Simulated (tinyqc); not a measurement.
What each parameter does: two-band k.p model of the Delta valleys near the X point under shear strain.

Valley pair on the [001] axis, kz counted from the X point, c = hbar^2/2m0, k0 = kx0 2 pi/a. H = (c kz^2/ml + c (kx^2 + ky^2)/mt + c k0^2/ml) 1 + (2 c k0 kz/ml) sigma_z + (D exy - 2 c kx ky/Mp) sigma_x, so E = c kz^2/ml + c (kx^2 + ky^2)/mt + c k0^2/ml -/+ sqrt((2 c k0 kz/ml)^2 + (D exy - 2 c kx ky/Mp)^2). Without strain the lower band has its minima, E = 0, at kz = +/- k0. Shifts from diagonal strain are left out.

For |eta| < 1: k_min = k0 sqrt(1 - eta^2), E_min = -Delta eta^2/2, ml(eta) = ml/(1 - eta^2), 1/m[110] = 1/mt + eta/Mp, 1/m[1-10] = 1/mt - eta/Mp. For |eta| > 1 the minimum sits at X: E_min = -Delta (2 |eta| - 1)/2, ml(eta) = ml/(1 - 1/|eta|), and eta is replaced by its sign in the transverse masses. Here Delta = 2 c k0^2/ml and eta = D exy/Delta.

Constants: hbar^2/2m0 = 3.80998211 eV angstrom^2.

Parameters, chosen for this exercise (near those of Si; the results hold for these values, not for the real material): a = 5.438 angstrom (lattice constant); ml = 0.917 m0 (longitudinal mass); mt = 0.194 m0 (transverse mass); kx0 = 0.152 2 pi/a (distance of the minimum from X); D = 13.2 eV (shear deformation potential); Mp = 0.234 m0 (coupling mass); exy = 0.0013 (shear strain).

Delta = 2 c k0^2/ml, eta = D exy/Delta.

One parameter was then changed.

Results before and after:

| case | eta | E_min (meV) | ml(eta) (m0) | m[110] (m0) | m[1-10] (m0) |
|---|---|---|---|---|---|
| base | 0.0670 | -0.57 | 0.9211 | 0.1838 | 0.2054 |
| changed | 0.0774 | -0.66 | 0.9225 | 0.1823 | 0.2073 |

Which of these changes was made? (a) kx0 = 0.14136 2 pi/a; (b) exy = 0.00121; (c) ml = 0.85281 m0; (d) mt = 0.18042 m0; (e) D = 12.276 eV; (f) Mp = 0.25038 m0.

Answer: (a) kx0 = 0.14136 2 pi/a. Of the candidates, run in turn, only this one gives the changed row.

All candidates:

| case | eta | E_min (meV) | ml(eta) (m0) | m[110] (m0) | m[1-10] (m0) |
|---|---|---|---|---|---|
| base | 0.0670 | -0.57 | 0.9211 | 0.1838 | 0.2054 |
| ml = 0.85281 m0 | 0.0623 | -0.53 | 0.8561 | 0.1845 | 0.2046 |
| mt = 0.18042 m0 | 0.0670 | -0.57 | 0.9211 | 0.1716 | 0.1902 |
| kx0 = 0.14136 2 pi/a | 0.0774 | -0.66 | 0.9225 | 0.1823 | 0.2073 |
| D = 12.276 eV | 0.0623 | -0.50 | 0.9206 | 0.1845 | 0.2046 |
| Mp = 0.25038 m0 | 0.0670 | -0.57 | 0.9211 | 0.1844 | 0.2046 |
| exy = 0.00121 | 0.0623 | -0.50 | 0.9206 | 0.1845 | 0.2046 |

tinyqc: `OMP_NUM_THREADS=1 python tinyqc.py 1051316 1051317 out.jsonl`; about 0.01 s, one thread, shared Intel(R) Xeon(R) Processor @ 2.30GHz.
